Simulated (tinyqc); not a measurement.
Tunnelling through a gate dielectric, WKB transmission and Tsu-Esaki current: one step of the calculation.

Electrons leave the emitter at x = 0. Energies E (motion across the layers) are in eV from the emitter Fermi level; the collector Fermi level lies at -V and offers states at every E. No charge in the dielectric and no image force: F1 = V/t1, U = phi1 - F1 x. With C = hbar^2/(2 m0), kappa = sqrt(m (U - E)/C) where U > E and 0 elsewhere; T(E) = exp(-S), S = 2 times the integral of kappa over x.

Problem. Current density on a coarse energy grid. Each layer adds (2/F) sqrt(m/C) [G(u at its left edge) - G(u at its right edge)] to S, with u = U - E (0 where negative) and G(u) = (2/3) u^1.5. The slope follows from 1/d = -dS/dE.

J = J0 times the integral of T(E) N(E) dE, N = ln[(1 + exp(-E/Vt))/(1 + exp((-E - V)/Vt))], J0 = q^2 me m0 kB T/(2 pi^2 hbar^3) (times 1e-4 for A/cm^2 per eV), by Simpson's rule on nE equally spaced points from Ea to Eb.

Inputs (values chosen for the exercise); dielectric values close to those of silicon dioxide:
- T = 350 K (temperature)
- Ef = 0.09 eV (Fermi energy of the emitter above its band bottom)
- me = 0.46 m0 (emitter mass in the supply function)
- phi1 = 3.13 eV (barrier of layer 1 above the emitter Fermi level at zero bias)
- m1 = 0.48 m0 (tunnelling mass of layer 1)
- t1 = 5.6 nm (thickness of layer 1)
- V = 4.3 V (voltage across the dielectric)
- Ea = -0.09 eV (lower end of the energy grid)
- Eb = 0.54 eV (upper end of the energy grid)
- nE = 13 (points of the energy grid)

Constants: q = 1.602176634e-19 C, kB = 1.380649e-23 J/K, hbar = 1.054571817e-34 J s, m0 = 9.1093837015e-31 kg, Vt = kB T/q, hbar^2/(2 m0) = 0.0380998212 eV nm^2. Results are converted to the units shown.

Find: E; T(E); N; T(E) N; J0; J.

Solution.

| point | E (eV) | T(E) | N | T(E) N |
|---|---|---|---|---|
| 0 | -0.0900 | 3.418e-16 | 3.033 | 1.037e-15 |
| 1 | -0.0375 | 8.136e-16 | 1.497 | 1.218e-15 |
| 2 | 0.0150 | 1.923e-15 | 0.4751 | 9.137e-16 |
| 3 | 0.0675 | 4.513e-15 | 0.1014 | 4.574e-16 |
| 4 | 0.1200 | 1.051e-14 | 0.01854 | 1.949e-16 |
| 5 | 0.1725 | 2.432e-14 | 0.003276 | 7.967e-17 |
| 6 | 0.2250 | 5.582e-14 | 5.755e-4 | 3.212e-17 |
| 7 | 0.2775 | 1.272e-13 | 1.010e-4 | 1.284e-17 |
| 8 | 0.3300 | 2.876e-13 | 1.771e-5 | 5.093e-18 |
| 9 | 0.3825 | 6.455e-13 | 3.106e-6 | 2.005e-18 |
| 10 | 0.4350 | 1.437e-12 | 5.448e-7 | 7.832e-19 |
| 11 | 0.4875 | 3.176e-12 | 9.557e-8 | 3.036e-19 |
| 12 | 0.5400 | 6.965e-12 | 1.676e-8 | 1.167e-19 |

J0 = 2.245e8 A/(cm^2 eV)
J = 4.090e-8 A/cm^2

The integrand peaks at E = -0.0375 eV among these points.

Program tinyqc, `OMP_NUM_THREADS=1 python tinyqc.py 2540037 2540038 out.jsonl`; Intel Xeon 2.30GHz, shared host, one thread, about 0.03 s.
